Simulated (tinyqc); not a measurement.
Worked calculation: five-level k.p model folded onto the conduction band. Values are carried at full precision from step to step, so a last printed digit may differ when a step is redone from the rounded ones.

Second-order sums for the lowest conduction level at E: 1/m = 1 + Cm + (Ep/3)(2/E + 1/(E + Dso)) - (Ep2/3)(2/(E7 + D2 - E) + 1/(E7 - E)); g/2 = 1 + Cg - (Ep/3)(1/E - 1/(E + Dso)) - (Ep2/3)(1/(E7 - E) - 1/(E7 + D2 - E)). E is counted from the top of the valence band; E = Eg at the edge.

Constants: hbar^2/2m0 = 3.80998211 eV angstrom^2.

Inputs chosen for the exercise (near those of GaSb; the results hold for these values, not for the real material):

| symbol | value | unit | meaning |
|---|---|---|---|
| Eg | 0.819 | eV | gap at Gamma to the s-like level |
| Dso | 0.759 | eV | spin-orbit splitting |
| Ep | 26.7 | eV | Kane energy |
| E7 | 3.24 | eV | upper Gamma7 conduction level, from the valence top |
| D2 | 0.34 | eV | its spin-orbit splitting, Gamma8 above Gamma7 |
| Ep2 | 5 | eV | Kane energy to the upper levels |
| Cm | -1 |  | remote term in 1/m |
| Cg | 0 |  | remote term in g/2 |
| k | 0.045 | 1/angstrom | wave vector along z |

## Mass and g factor term by term

Evaluate at E = Eg.

Terms:

| level | part of 1/m | part of g |
|---|---|---|
| free + remote | 0.0000 | 2.0000 |
| Gamma8 valence | 21.7338 | -21.7338 |
| Gamma7 valence | 5.6401 | 11.2801 |
| Gamma8 upper | -1.2073 | 1.2073 |
| Gamma7 upper | -0.6884 | -1.3768 |

m = 0.0392 m0
g = -8.623

The valence levels give 27.37 to 1/m and the upper levels take 1.90 away. In g the two valence terms nearly cancel when Dso is small against Eg; here Dso/Eg = 0.93 and they leave -10.454, the upper pair -0.170.

## The matrix at one k

For k along z and one spin sector the level c couples to four states. With c0 = hbar^2/2m0, P = sqrt(Ep c0), P2 = sqrt(Ep2 c0): diagonal Eg + (1 + Cm) c0 k^2 for c, and 0, -Dso, E7 + D2, E7 for lh, so, G8 up, G7 up (their own dispersion is left out); couplings of c: sqrt(2/3) P k to lh, sqrt(1/3) P k to so, sqrt(2/3) P2 k to G8 up, sqrt(1/3) P2 k to G7 up (phases chosen real).

Fill in the matrix.

H (eV):
```
             c       lh        so    G8 up    G7 up
c      0.81900  0.37058   0.26204  0.16037  0.11340
lh     0.37058        0         0        0        0
so     0.26204        0  -0.75900        0        0
G8 up  0.16037        0         0  3.58000        0
G7 up  0.11340        0         0        0  3.24000
```

## Exact folding onto c

Solve E = H_cc + S(E), S(E) = sum_j H_cj^2/(E - H_jj), from E = H_cc, by plain substitution and by Newton steps on E - H_cc - S(E). The weight of c in the state is Z = 1/(1 - dS/dE). The exact level is the third eigenvalue of H from below.

Iterates (eV):

| step | substitution | Newton |
|---|---|---|
| 0 | 0.81900 | 0.81900 |
| 1 | 1.01557 | 0.97780 |
| 2 | 0.97711 | 0.98259 |
| 3 | 0.98354 | 0.98259 |
| 4 | 0.98243 | 0.98259 |
| 5 | 0.98262 | 0.98259 |
| 6 | 0.98259 | 0.98259 |
| 7 | 0.98259 | 0.98259 |

exact level = 0.98259 eV
Z = 0.8538

Substitution multiplies the error by about dS/dE = 1 - 1/Z = -0.171 a step, so it alternates; after 7 steps it is off by 8.1e-07 eV, while Newton is within 1e-5 eV from step 2 on.

## Loewdin series

Expanding E = H_cc + S(E) about Eg in powers of k^2, with s_n = sum_j H_cj^2/(Eg - H_jj)^n: order k^2: e2 = (1 + Cm) c0 k^2 + s1; order k^4: e4 = -s2 e2; order k^6: e6 = s3 e2^2 + s2^2 e2.

Give each order and the partial sums, counted from Eg.

s1 (eV), s2 (no unit), s3 (1/eV); (1 + Cm) c0 k^2 is H_cc - Eg: 0.19657  0.23788  0.26533

e2, e4, e6 (eV): 0.19657  -0.04676  0.02138

partial sums (eV): 0.19657  0.14981  0.17118

The exact value is 0.16359 eV; the errors of the partial sums are +32.98, -13.78 and +7.59 meV.

## Checks

- Curvature of the exact level at small k against the sum for 1/m: both 25.478.

tinyqc: `OMP_NUM_THREADS=1 python tinyqc.py 1051340 1051341 out.jsonl`; about 0.01 s, one thread, shared Intel(R) Xeon(R) Processor @ 2.30GHz.
